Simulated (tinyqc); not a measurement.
Phonon polaritons: single-oscillator infrared dielectric function of a polar cubic crystal. Computed by tinyqc, a small Python program. Command: `OMP_NUM_THREADS=1 python tinyqc.py 3023093 3023094 out.jsonl infrared walk`. One thread of a shared host (Intel(R) Xeon(R) Processor @ 2.30GHz), about 0.01 s of CPU time with the checks.

One ion pair, charges +Z* and -Z*, in a cell of volume Omega = a^3/4. Frequencies omega are given as wavenumbers (1/cm); eps_s is the static dielectric constant.

Inputs (values chosen for the exercise, for a model crystal):

| quantity | value | unit |
|---|---|---|
| lattice constant a | 4.62 | angstrom |
| mass M_A | 41.7 | u |
| mass M_B | 63.7 | u |
| omega_TO | 175 | 1/cm |
| Born charge Z* | 1.98 | e |
| eps_inf | 8.89 | - |

Structure: rock salt. Free carriers: absent.

Constants: nu for 1 eV/(angstrom^2 u) = 15.6333042 THz; 1 THz = 33.35640952 1/cm; e^2/(4 pi eps_0) = 14.39964548 eV angstrom.

Method. mu = M_A M_B/(M_A + M_B); ionic plasma term W^2 = 4 pi Z*^2 (e^2/(4 pi eps_0))/(Omega mu) in eV/(angstrom^2 u), turned into 1/cm by W = 15.6333042 x 33.35640952 x sqrt(W^2); omega_LO^2 = omega_TO^2 + W^2/eps_inf; eps_s = eps_inf + W^2/omega_TO^2; Szigeti charge 3 Z*/(eps_inf + 2); longitudinal (Callen) charge Z*/eps_inf. Transverse waves without damping obey Q^2 = omega^2 eps(omega), Q = wave vector/(2 pi) in 1/cm: eps_inf omega^4 - (eps_inf omega_LO^2 + Q^2) omega^2 + Q^2 omega_TO^2 = 0.

eps_s = 19.0285

omega_LO = 256.029 1/cm

Branches (1/cm):

| Q | lower branch | upper branch | Q/sqrt(eps_s) | Q/sqrt(eps_inf) |
|---|---|---|---|---|
| 76 | 17.38 | 256.7 | 17.4 | 25.5 |
| 230 | 51.45 | 262.4 | 52.7 | 77.1 |
| 460 | 95.29 | 283.3 | 105.5 | 154.3 |
| 760 | 132.76 | 336.0 | 174.2 | 254.9 |
| 1100 | 152.91 | 422.2 | 252.2 | 368.9 |
| 1900 | 167.44 | 666.0 | 435.6 | 637.2 |
| 3800 | 173.11 | 1288.4 | 871.1 | 1274.5 |
| 7600 | 174.53 | 2555.8 | 1742.3 | 2549.0 |

What follows from these numbers?

The lower branch starts as light slowed by sqrt(eps_s) (0.997 of that line) and ends at 0.997 omega_TO; the upper starts at 1.003 omega_LO and ends at 1.003 of the light line with eps_inf. No branch lies between omega_TO and omega_LO.
